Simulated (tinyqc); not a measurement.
Worked calculation: defect-molecule model of a vacancy with Jahn-Teller distortion. Values are carried at full precision from step to step, so a last printed digit may differ when a step is redone from the rounded ones.

Four dangling hybrids a, b, c, d point into the vacancy: H_ii = E0, and -gm between any two. A tetragonal distortion Q pairs a with b and c with d: those two couplings become -gm - I Q and the other four -gm + I Q/2, at an elastic cost k Q^2/2. The a1 level holds two electrons; charge states 2+, + and 0 put n = 0, 1, 2 more into the lowest level of t2 origin. Energy from the 2+ state at Q = 0, with the Fermi level mu counted from Ev: W_n(Q) = n (et - 2 I Q) + k Q^2/2 + Uc n (n - 1)/2 - n mu. et = E0 + gm is the undistorted t2 level.

Parameters, chosen for this exercise (of the size used for the vacancy in silicon; not measured data):
- E0 = -0.03 eV (level of a dangling hybrid, from Ev)
- gm = 0.38 eV (coupling between two dangling hybrids)
- I = 1.04 eV/angstrom (Jahn-Teller coupling)
- k = 14.4 eV/angstrom^2 (force constant of the mode)
- Uc = 0.25 eV (repulsion of two electrons in one orbital)
- Q = 0.19 angstrom (a trial distortion)

## The molecule at a trial distortion

Fill in H at Q.

H (eV):
```
         a        b        c        d
a  -0.0300  -0.5776  -0.2812  -0.2812
b  -0.5776  -0.0300  -0.2812  -0.2812
c  -0.2812  -0.2812  -0.0300  -0.5776
d  -0.2812  -0.2812  -0.5776  -0.0300
```

## One-electron levels

Diagonalise. By symmetry: a + b + c + d at E0 - 3 gm, a + b - c - d at E0 + gm - 2 I Q, and the pair a - b, c - d at E0 + gm + I Q.

levels (eV): -1.1700  -0.0452  0.5476  0.5476

The t2 triplet has split by 3 I Q = 0.5928 eV, and its centre has stayed.

## Relaxed charge states

Minimise W_n over Q: Q_n = 2 n I/k, gain n^2 E_JT with E_JT = 2 I^2/k. W_n at mu = 0 is n et - n^2 E_JT + Uc n (n - 1)/2.

E_JT = 0.1502 eV

States:

| n | charge | Q_n (angstrom) | gain (eV) | W_n (eV) |
|---|---|---|---|---|
| 0 | 2+ | 0.0000 | 0.0000 | 0.0000 |
| 1 | + | 0.1444 | 0.1502 | 0.1998 |
| 2 | 0 | 0.2889 | 0.6009 | 0.3491 |

## Transition levels and the effective U

From the energies W_n of the relaxed states with n = 0, 1, 2 electrons: E(2+/+) = W1 - W0, E(+/0) = W2 - W1, U_eff = E(+/0) - E(2+/+), E(2+/0) = (W2 - W0)/2.

levels above Ev (eV): (2+/+) 0.1998, (+/0) 0.1493, (2+/0) 0.1746

U_eff = -0.0504 eV

U_eff < 0: the second electron is bound more strongly than the first, the + state is never the lowest, and the charge changes by two at 0.1746 eV.

## Vertical against thermal levels

At fixed Q the level for adding the first electron is et - 2 I Q. Capture into 2+ at Q0 = 0 costs et; removal from + at Q1 = 2 I/k takes place at et - 2 E_JT, E_JT = 2 I^2/k; the thermal level lies between, and the Franck-Condon shift is E_JT on each side. et = E0 + gm.

levels (eV): vertical at Q0 0.3500, thermal 0.1998, vertical at Q1 0.0496

Stokes shift = 0.3004 eV

## Checks

- W2 from the formula against a numerical minimum over Q with the level from H(Q): both 0.34911.

tinyqc: `OMP_NUM_THREADS=1 python tinyqc.py 1481480 1481481 out.jsonl`; about 0.01 s, one thread, shared Intel(R) Xeon(R) Processor @ 2.30GHz.
